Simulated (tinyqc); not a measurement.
Schottky barrier with interface states (Cowley-Sze model), image lowering and contact resistance: one step, computed by the program tinyqc. Command: `OMP_NUM_THREADS=1 python tinyqc.py 3012723 3012724 out.jsonl pinning walk`. One thread of a shared host (Intel(R) Xeon(R) Processor @ 2.30GHz), about 0.01 s of CPU time with the checks.

An n-type semiconductor under a metal. The barrier lies between the Schottky-Mott limit phi_M - chi and the Bardeen limit E_g - E_n, E_n being the neutrality level of the interface states; the space-charge term of the full Cowley-Sze expression is left out.

Task: Pinning factor and barrier. S = 1/(1 + 0.1 (eps_opt - 1)^2), an empirical relation for metal-induced gap states. phi_B = S (phi_M - chi) + (1 - S)(E_g - E_n); the hole barrier is E_g - phi_B.

Inputs (values chosen for the exercise, with gap, mass and screening modelled on GaN):

| quantity | value | unit |
|---|---|---|
| gap E_g | 3.45 | eV |
| electron affinity chi | 4.04 | eV |
| metal work function phi_M | 4.67 | eV |
| neutrality level E_n above the valence band | 1.21 | eV |
| optical dielectric constant eps_opt | 5.41 | - |

Pinning factor from: Moench relation.

Give: pinning factor S; Schottky-Mott barrier; Bardeen barrier; barrier phi_B; hole barrier.

Result:

pinning factor S = 0.33958

Schottky-Mott barrier = 0.63 eV

Bardeen barrier = 2.24 eV

barrier phi_B = 1.6933 eV

hole barrier = 1.7567 eV

The contact is partly pinned.
